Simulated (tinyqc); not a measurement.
Rutherford backscattering from a thin compound film on silicon: kinematics, yields, composition and thickness: one step, computed by the program tinyqc. Command: `OMP_NUM_THREADS=1 python tinyqc.py 3012690 3012691 out.jsonl rbs walk`. One thread of a shared host (Intel(R) Xeon(R) Processor @ 2.30GHz), about 0.01 s of CPU time with the checks.

Singly charged helium ions (Z1 = 2, M1 = 4.0026 u) enter at the tilt angle a1 to the normal and leave at a2 = |180 - theta - tilt| in the same plane. The film is A B_x.

Problem. Peak widths (surface approximation). Stopping per atom eps(E) = eps(2 MeV) (E/2 MeV)^(-0.4) (a law chosen for the exercise); Bragg rule eps_film = (eps_A + x eps_B)/(1 + x); areal density N d, with 1/nm^2 = 0.1 x 1e15/cm^2. Width of the signal of element i: [K_i eps(E0)/cos a1 + eps(K_i E0)/cos a2] N d; depth resolution = resolution x d/width of A; energy lost on the way in = eps(E0) N d/cos a1.

Inputs (values chosen for the exercise, modelled on a helium beam on SiGe): beam energy E0 = 1.6 MeV; scattering angle theta = 160 degrees; tilt of the sample = 60 degrees; heavy element: stopping eps_A at 2 MeV = 75 1e-15 eV cm^2; light element: mass M_B = 28.09 u; light element: stopping eps_B at 2 MeV = 50.5 1e-15 eV cm^2; atoms of B per atom of A, x = 2.67; atomic density of the film = 47 1/nm^3; film thickness d = 27 nm; detector resolution (FWHM) = 16 keV.

kinematic factors: A 0.8072657, B 0.5731108, Si 0.5731108

Give: areal density N d; film stopping at E0; widths; depth resolution; energy lost on the way in.

Solution.

areal density N d = 126.9 1e15 atoms/cm^2

film stopping at E0 = 62.51 1e-15 eV cm^2

widths (keV): A 24.09, B 22.03

depth resolution = 17.93 nm

energy lost on the way in = 15.87 keV

The signal of A spans 1.5 resolution widths, so its width measures the thickness. Caution: the silicon signal of the film merges with that of the substrate, so only the width of A can be read directly.
